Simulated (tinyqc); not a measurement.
Inside a calculation. Method: CIS on RHF in the sto-6g basis, for H3-, spin multiplicity 1. The basis has no diffuse functions, so it cannot describe the extra electron: this is an exercise in the method, not the real anion. One step of it, computed by the program tinyqc.

Task: CIS matrix, singlets. A(ia,jb) = (e_a - e_i) d_ij d_ab + 2 (ia|jb) - (ij|ab).

orbital energies (hartree): MO1 -0.143305, MO2 0.176100, MO3 0.988815

Two-electron integrals over orbitals (pq|rs), unique and non-zero (hartree):
```
(11|11) 0.529660    (21|11) -0.000099   (21|21) 0.162490    (22|11) 0.468690
(22|21) 0.000107    (22|22) 0.520978    (31|11) 0.077824    (31|21) 0.000067
(31|22) -0.046119   (31|31) 0.139279    (32|11) 0.000104    (32|21) -0.143413
(32|22) -0.000117   (32|31) -0.000024   (32|32) 0.145012    (33|11) 0.553313
(33|21) -0.000039   (33|22) 0.487502    (33|31) 0.093432    (33|32) 0.000060
(33|33) 0.607621
```

Give: CIS matrix A, singlet.

Result:

CIS matrix A, singlet (hartree):
```
        1>3     2>3
1>3  0.8574  0.0000
2>3  0.0000  0.6152
```
